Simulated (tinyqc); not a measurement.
MOSFET in the linear regime without short-channel effects, parameter extraction from computed curves: one step of the calculation.

Inversion charge Q = Cox n Vt W0(exp((Vg - VT)/(n Vt))), W0 the Lambert function and n = nf; u = Q/Cox; mobility mu = mu0/(1 + th1 u + th2 u^2); channel resistance Rch = (L - dL)/(W mu Q); Id = Vd/(Rch + Rsd/W). Cox = eps0 eox/tox. Small Vd, no channel-length or drain effects.

Question. Transfer curve. u, mu, Rch and Id as defined.

Inputs (values chosen for the exercise); channel values of the order met in silicon transistors:
```
symbol  value        unit                                                                 meaning
T         400           K                                                             temperature
eox       3.9              relative permittivity of the gate insulator (close to silicon dioxide)
tox       4.6          nm                                                     insulator thickness
mu0       460  cm^2/(V s)                                                      low-field mobility
th1      0.78         1/V                                       first mobility attenuation factor
th2      0.03       1/V^2                                      second mobility attenuation factor
VT       0.58           V                                                       threshold voltage
nf       1.26                                                                         body factor
W         0.5          um                                                              gate width
L       0.098          um                                                       drawn gate length
dL      0.016          um                                             drawn less effective length
Rsd        96      ohm um                                            source plus drain resistance
Vd       0.01           V                                                           drain voltage
```

Constants: q = 1.602176634e-19 C, kB = 1.380649e-23 J/K, Vt = kB T/q, eps0 = 8.8541878128e-14 F/cm where lengths are in cm. Results are converted to the units shown.

Vg, point 0 to 10 (V): 0.38  0.48  0.58  0.68  0.78  0.88  0.98  1.08  1.18  1.28  1.38

Give: u; mu; Rch; Id.

Answer.

```
point      u (V)  mu (cm^2/(V s))  Rch (ohm)    Id (uA)
0      4.3012e-4           459.85   1.1046e6  0.0090519
1      0.0039646           458.58   1.2016e5   0.083088
2       0.024632           451.32      19652    0.50393
3       0.075808           434.25     6636.5     1.4645
4        0.14704           412.43     3602.6     2.6353
5        0.22799           390.03     2456.9     3.7752
6        0.31407           368.61     1887.1     4.8098
7        0.40322           348.65     1554.0     5.7273
8        0.49437           330.24     1338.2     6.5352
9        0.58692           313.32     1188.0     7.2464
10       0.68049           297.80     1078.1     7.8736
```

Computed by the program tinyqc: `OMP_NUM_THREADS=1 python tinyqc.py 2210005 2210006 out.jsonl`, one thread of a shared Intel Xeon 2.30GHz, about 0.01 s for the whole run.
